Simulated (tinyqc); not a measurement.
Free and trapped electrons in a MOS channel with a dense trap tail: one step of the calculation.

p-type body, charge-sheet picture, full ionisation (an idealisation for deep acceptors), Boltzmann statistics for free electrons. e = Ec - EF at the surface. Acceptor-like traps of density D(E) = D0 + De exp(-E/Ew) at depth E below Ec, from 0 to Eu, hold n_t = integral of D(E)/(1 + exp((e - E)/Vt)). psi = Eg - Vt ln(Nv/Na) - e; N_dep = sqrt(2 eps0 eps_r Na (psi - Vt)/q); n_f = sqrt(N_dep^2 + 2 eps0 eps_r Vt Nc exp(-e/Vt)/q) - N_dep; Vg = Vfb + psi + q (N_dep + n_t + n_f)/Cox, Cox = eps0 eox/tox.

Task. Trapped charge. Trapezoid rule on 12 equal steps from 0 to Eu, f = 1/(1 + exp((e - E)/Vt)).

Parameters, values chosen for the exercise; band and dielectric values close to those of silicon: temperature T = 400 K; constant background density of acceptor-like traps D0 = 1.6e11 cm^-2 eV^-1; density of the tail at the conduction edge De = 1.6e13 cm^-2 eV^-1; decay energy of the tail Ew = 0.09 eV; depth below Ec down to which the traps reach Eu = 0.76 eV; Ec - EF at the surface e = 0.269 eV.

Constants: q = 1.602176634e-19 C, kB = 1.380649e-23 J/K, Vt = kB T/q. Results are converted to the units shown.

Wanted: E; D(E) f; n_t.

Result.

```
point,E (eV),D(E) f (cm^-2 eV^-1)
0,0,6.5919e9
1,0.063333,2.0644e10
2,0.12667,6.4569e10
3,0.19000,1.9256e11
4,0.25333,4.3436e11
5,0.31667,5.0709e11
6,0.38000,3.7950e11
7,0.44333,2.7435e11
8,0.50667,2.1722e11
9,0.57000,1.8839e11
10,0.63333,1.7406e11
11,0.69667,1.6696e11
12,0.76000,1.6344e11
```

n_t = 1.7130e11 cm^-2

Numbers from tinyqc (`OMP_NUM_THREADS=1 python tinyqc.py 2222024 2222025 out.jsonl`; about 0.02 s on one thread of a shared Intel Xeon 2.30GHz).
